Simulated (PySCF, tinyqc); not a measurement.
MP2 on RHF in the sto-3g basis, for BeH+, spin multiplicity 1, step by step. The lowest restricted solution is unstable here: a spin-polarised one lies 0.0068 hartree lower (PySCF). One step of it, computed by the program tinyqc.

Question. Second-order Moller-Plesset energy. E2 = sum_ijab (ia|jb) [2 (ia|jb) - (ib|ja)] / (e_i + e_j - e_a - e_b) over occupied i, j and virtual a, b; the opposite-spin part is (ia|jb)^2 / denominator, the rest is same-spin, and SCS-MP2 scales them by 6/5 and 1/3.

orbital energies (hartree): MO1 -4.990769, MO2 -0.647428, MO3 -0.252203, MO4 -0.123495, MO5 -0.123495, MO6 0.101834

Two-electron integrals over orbitals (pq|rs), unique and non-zero (hartree):
```
(11|11) 2.275737    (21|11) -0.172490   (21|21) 0.021734    (22|11) 0.451435
(22|21) -0.001144   (22|22) 0.454965    (31|11) -0.171589   (31|21) 0.017837
(31|22) -0.013795   (31|31) 0.026006    (32|11) 0.078145    (32|21) -0.005679
(32|22) -0.065377   (32|31) 0.001773    (32|32) 0.063900    (33|11) 0.521845
(33|21) -0.010745   (33|22) 0.327352    (33|31) 0.002350    (33|32) 0.032068
(33|33) 0.425127    (41|41) 0.015583    (42|41) 0.014201    (42|42) 0.045817
(43|41) 0.013742    (43|42) 0.034763    (43|43) 0.048205    (44|11) 0.569239
(44|21) -0.006069   (44|22) 0.348176    (44|31) -0.006046   (44|32) 0.041108
(44|33) 0.381507    (44|44) 0.449859    (51|51) 0.015583    (52|51) 0.014201
(52|52) 0.045817    (53|51) 0.013742    (53|52) 0.034763    (53|53) 0.048205
(54|54) 0.024249    (55|11) 0.569239    (55|21) -0.006069   (55|22) 0.348176
(55|31) -0.006046   (55|32) 0.041108    (55|33) 0.381507    (55|44) 0.401360
(55|55) 0.449859    (61|11) 0.082017    (61|21) -0.013563   (61|22) -0.008868
(61|31) -0.002142   (61|32) 0.007962    (61|33) 0.014743    (61|44) 0.002118
(61|55) 0.002118    (61|61) 0.015604    (62|11) -0.134244   (62|21) 0.001259
(62|22) 0.019518    (62|31) 0.008496    (62|32) -0.056053   (62|33) -0.008169
(62|44) -0.069213   (62|55) -0.069213   (62|61) 0.005106    (62|62) 0.117312
(63|11) 0.077300    (63|21) -0.003289   (63|22) -0.056866   (63|31) 0.004996
(63|32) 0.060075    (63|33) 0.050276    (63|44) 0.037285    (63|55) 0.037285
(63|61) 0.007754    (63|62) -0.061107   (63|63) 0.076874    (64|41) -0.007026
(64|42) -0.025282   (64|43) -0.007568   (64|64) 0.022196    (65|51) -0.007026
(65|52) -0.025282   (65|53) -0.007568   (65|65) 0.022196    (66|11) 0.481586
(66|21) -0.001922   (66|22) 0.461455    (66|31) -0.012536   (66|32) -0.069556
(66|33) 0.355347    (66|44) 0.351308    (66|55) 0.351308    (66|61) -0.007243
(66|62) 0.045717    (66|63) -0.060194   (66|66) 0.498284
```

Hartree-Fock energy = -14.60952427 hartree

Give: Terms; Pair energies; MP2 correlation energy; SCS-MP2 correlation energy; MP2 total energy.

Answer.

Terms:
```
i  j  a  b  (ia|jb)  (ib|ja)  denominator       term
2  2  6  6   0.1173   0.1173      -1.4985    -0.0092
2  2  3  3   0.0639   0.0639      -0.7905    -0.0052
2  2  6  3  -0.0561  -0.0561      -1.1445    -0.0027
2  2  3  6  -0.0561  -0.0561      -1.1445    -0.0027
2  2  4  4   0.0458   0.0458      -1.0479    -0.0020
2  2  5  5   0.0458   0.0458      -1.0479    -0.0020
1  1  3  3   0.0260   0.0260      -9.4771  -7.14e-05
2  1  4  4   0.0142   0.0142      -5.3912  -3.74e-05
1  2  4  4   0.0142   0.0142      -5.3912  -3.74e-05
2  1  5  5   0.0142   0.0142      -5.3912  -3.74e-05
1  2  5  5   0.0142   0.0142      -5.3912  -3.74e-05
1  1  4  4   0.0156   0.0156      -9.7345  -2.49e-05
1  1  5  5   0.0156   0.0156      -9.7345  -2.49e-05
1  1  6  6   0.0156   0.0156     -10.1852  -2.39e-05
1  2  3  6   0.0085   0.0080      -5.4878  -1.40e-05
2  1  6  3   0.0085   0.0080      -5.4878  -1.40e-05
2  1  3  6   0.0080   0.0085      -5.4878  -1.08e-05
1  2  6  3   0.0080   0.0085      -5.4878  -1.08e-05
2  1  6  6   0.0051   0.0051      -5.8419  -4.46e-06
1  2  6  6   0.0051   0.0051      -5.8419  -4.46e-06
2  1  3  3   0.0018   0.0018      -5.1338  -6.12e-07
1  2  3  3   0.0018   0.0018      -5.1338  -6.12e-07
1  1  6  3  -0.0021  -0.0021      -9.8312  -4.67e-07
1  1  3  6  -0.0021  -0.0021      -9.8312  -4.67e-07
```

Pair energies (hartree; pair i-j sums ij and ji):
```
pair  opposite spin  same spin
1-1       -1.46e-04          0
2-1       -2.09e-04  -1.04e-07
2-2         -0.0238          0
```

MP2 correlation energy = -0.024202 hartree

SCS-MP2 correlation energy = -0.029043 hartree

MP2 total energy = -14.633726 hartree
